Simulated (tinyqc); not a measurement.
Inside a calculation. Model: CMOS inverter, nodal equation and switching.

Computed by the program tinyqc: `OMP_NUM_THREADS=1 python tinyqc.py 2340027 2340028 out.jsonl`, one thread of a shared Intel Xeon 2.30GHz, about 0.03 s for the whole run. Printed values are rounded.

An n-channel pull-down (bn, VTn) and a p-channel pull-up (bp, VTp) share the input Vin and the output node Vout, which carries the load C. Transistor (EKV form, voltages against the body): I = 2 n b Vt^2 [F(vp - Vs) - F(vp - Vd)] from drain to source, F(v) = ln^2(1 + exp(v/(2 Vt))), vp = (Vg - VT + sg |Vd - Vs|)/n. n-channel bodies are at 0; for the p-channel device all voltages are counted down from Vdd. b in uA/V^2 gives I in uA. Static: In = Ip. Transient: C dVout/dt = Ip - In. No velocity saturation, no gate capacitance beyond C.

Parameters, values chosen for the exercise: temperature T = 300 K; supply voltage Vdd = 0.5 V; slope factor n = 1.36; drain-induced barrier lowering sg = 0.03; n-channel threshold VTn = 0.38 V; p-channel threshold (magnitude) VTp = 0.33 V; gain factor of the pull-down transistor bn = 160 uA/V^2; gain factor of the pull-up transistor bp = 48 uA/V^2; load capacitance C = 0.71 fF; input voltage Vin = 0.29 V; time step dt = 40 ps.

Constants: q = 1.602176634e-19 C, kB = 1.380649e-23 J/K, Vt = kB T/q. Results are converted to the units shown.

## Iteration 1: output voltage by Newton steps

Vout at the start = 0.25 V

f = In - Ip at (Vin, Vout); G = df/dVout by a central difference with +/- 1e-6 V; Vout(new) = Vout - f/G.

In = 0.02112913 uA
Ip = 0.002951356 uA
G = 0.0181800 uS
Vout after iteration 1 = -0.7498768 V

This step lands outside the rails.

## Iteration 2: output voltage by Newton steps

As before.

In = -53.31827 uA
Ip = 0.006338682 uA
G = 155.716 uS
Vout after iteration 2 = -0.4074290 V

The value that enters this step is an overshoot, farther from the solution than the start was, so its intermediate quantities are not physical.

## Course of the iteration: output voltage by Newton steps

Stop when Vout changes by less than 1e-9 V, or after 30 iterations.

Course of the iteration:
```
iteration      Vout (V)  |change| (V)
1            -0.7498768          1.00
2            -0.4074290         0.342
3            -0.2360756         0.171
4            -0.1470529        0.0890
5           -0.09324241        0.0538
6           -0.05494713        0.0383
7           -0.02584327        0.0291
8          -0.005510410        0.0203
9           0.004472789       9.98e-3
10          0.006494770       2.02e-3
11          0.006560914       6.61e-5
12          0.006560982       6.81e-8
13          0.006560982       < 1e-13
```

Converged in 13 iterations. At the end the number of correct digits about doubles with each step. On the way 8 iterate(s) lie more than 5 mV outside the rails, the first at -0.750 V, before the steps return.

## Transfer curve

Vin, point 0 to 10 (V): [0, 0.05, 0.1, 0.15, 0.2, 0.25, 0.3, 0.35, 0.4, 0.45, 0.5]

For each Vin solve In = Ip; gain = dVout/dVin.

Vout, point 0 to 10 (V): [0.4999988, 0.4999931, 0.4999531, 0.4996218, 0.4962028, 0.2949493, 0.0038464, 0.0003278, 0.0000339, 0.0000042, 0.0000006]
supply current, point 0 to 10 (uA): [8.9668e-6, 3.6963e-5, 1.5148e-4, 6.1341e-4, 0.0024221, 0.0078494, 0.0027574, 7.2869e-4, 1.8408e-4, 4.5445e-5, 1.1089e-5]
gain, point 0 to 10: [0.000, 0.000, -0.002, -0.017, -0.188, -32.918, -0.201, -0.015, -0.001, 0.000, 0.000]

The switching point Vin = Vout lies at 0.2513 V, with a gain of -33.2. The current peaks at 0.00785 uA among the points, against 9.0e-6 and 1.1e-5 uA of leakage at the ends.

## Switching point and noise margins

VM solves In = Ip with Vin = Vout. VIL and VIH are the inputs at which the gain is -1; NML = VIL - Vout(VIH), NMH = Vout(VIL) - VIH.

VM = 0.25132 V
gain at VM = -33.198
VIL = 0.22696 V
VIH = 0.27523 V
NML = 0.21137 V
NMH = 0.20855 V

VM lies 1.3 mV above Vdd/2, and the low margin is the larger one. With both transistors saturated the size of the gain tends to 1/sg = 33.3; here it is 0.41 % below that.

## Step 1: one time step of the falling output

Vout at t = 0 = 0.5 V

The input steps to Vdd at t = 0; I = In - Ip. Implicit Euler: V(new) = V - (dt/C) I(V(new)), solved for V(new); 1 ps uA/fF = 1 mV.

I(V) = 1.230310 uA
I(V(new)) = 1.200436 uA
Vout after step 1 = 0.4323698 V

## Step 2: one time step of the falling output

As before.

I(V) = 1.200436 uA
I(V(new)) = 1.171735 uA
Vout after step 2 = 0.3663565 V

## Delays and energy

For a step input the delay to Vdd/2 is tHL = C times the integral of dV/(In - Ip) from Vdd/2 to Vdd at Vin = Vdd, and tLH likewise with Ip - In from 0 to Vdd/2 at Vin = 0. Energy drawn for one full cycle of the output: C Vdd^2. Leakage power: Vdd times the mean of the supply currents at Vin = 0 and Vdd.

tHL = 151.0840 ps
tLH = 289.6368 ps
energy = 0.1775 fJ
leakage power = 0.005013959 nW

Time steps as above cross Vdd/2 at 153 ps by linear interpolation, 1.3 % above tHL. tLH/tHL = 1.92, with bn/bp = 3.33.
